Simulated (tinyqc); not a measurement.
Esaki diode in forward bias, two-band WKB: two steps of the calculation.

Abrupt p-n junction, depletion approximation. Energies E are counted from the conduction-band edge of the neutral n side; its Fermi level lies at dn, that of the p side at dn - V, and the valence-band edge of the neutral p side at Em = dn + dp - V. Tunnelling needs 0 < E < Em. Two-band dispersion with equal masses m: inside the gap kappa = sqrt(m u (1 - u/Eg)/C), u the distance from a band edge, C = hbar^2/(2 m0).

Values chosen for this exercise; band and dielectric values close to those of indium phosphide: temperature T = 300 K; band gap Eg = 1.34 eV; relative permittivity eps_r = 12.6; band-edge mass of the two-band model m = 0.083 m0; acceptor density Na = 1.9e19 cm^-3; donor density Nd = 3.1e19 cm^-3; bias of the p side V = 0.18 V; points of the energy grid nE = 9.

Constants: q = 1.602176634e-19 C, kB = 1.380649e-23 J/K, hbar = 1.054571817e-34 J s, h = 6.62607015e-34 J s, m0 = 9.1093837015e-31 kg, Vt = kB T/q, eps0 = 8.8541878128e-14 F/cm where lengths are in cm, hbar^2/(2 m0) = 0.0380998212 eV nm^2. Results are converted to the units shown.

Problem 1. Width, field and exponent. W = sqrt(2 eps0 eps_r (Vbi - V)(1/Na + 1/Nd)/q), mean field F = (Vbi - V)/W, peak field 2 F. In a uniform field F the exponent is S = pi sqrt(m/C) Eg^1.5/(4 F). Transverse energy Et = C kt^2/m raises it to S (1 + 4 Et/Eg), so T = exp(-S) exp(-Et/Eb) with Eb = Eg/(4 S). KJ = (2 q^2/h) m/(4 pi C) (times 1e14 for A/cm^2 per eV^2).

Vbi = 1.8205336 V

Give: W; mean field; S; exp(-S); Eb; tunnelling length Eg/F.

Solution 1.

W = 13.926 nm
mean field = 1.1780 MV/cm
S = 15.264
exp(-S) = 2.3484e-7
Eb = 21.947 meV
tunnelling length Eg/F = 11.375 nm

Problem 2. Current density on a coarse grid. J = KJ exp(-S) Eb times the integral from 0 to Em of [f(E - dn) - f(E - dn + V)] [1 - exp(-min(E, Em - E)/Eb)] dE, f(x) = 1/(1 + exp(x/Vt)), with S and Eb from the mean field; J > 0 flows from p to n. Simpson's rule on nE equally spaced points from 0 to Em.

dn = 0.45060559 eV
dp = 0.029928030 eV
S = 15.264370
Eb = 21.946533 meV

Find: E; difference of the f; transverse factor; integral; KJ; J.

Solution 2.

```
point  E (eV)  difference of the f  transverse factor
0      0.0000               0.0000             0.0000
1      0.0376               0.0001             0.8194
2      0.0751               0.0005             0.9674
3      0.1127               0.0022             0.9941
4      0.1503               0.0094             0.9989
5      0.1878               0.0391             0.9941
6      0.2254               0.1481             0.9674
7      0.2630               0.4260             0.8194
8      0.3005               0.7579             0.0000
```

integral = 0.02338 eV
KJ = 1.343e9 A/(cm^2 eV^2)
J = 0.1618 A/cm^2

Range of the model: Parabolic densities of states, no band tails and no gap narrowing, all of which matter at such doping.

Computed by the program tinyqc: `OMP_NUM_THREADS=1 python tinyqc.py 2620125 2620126 out.jsonl`, one thread of a shared Intel Xeon 2.30GHz, about 0.02 s for the whole run.
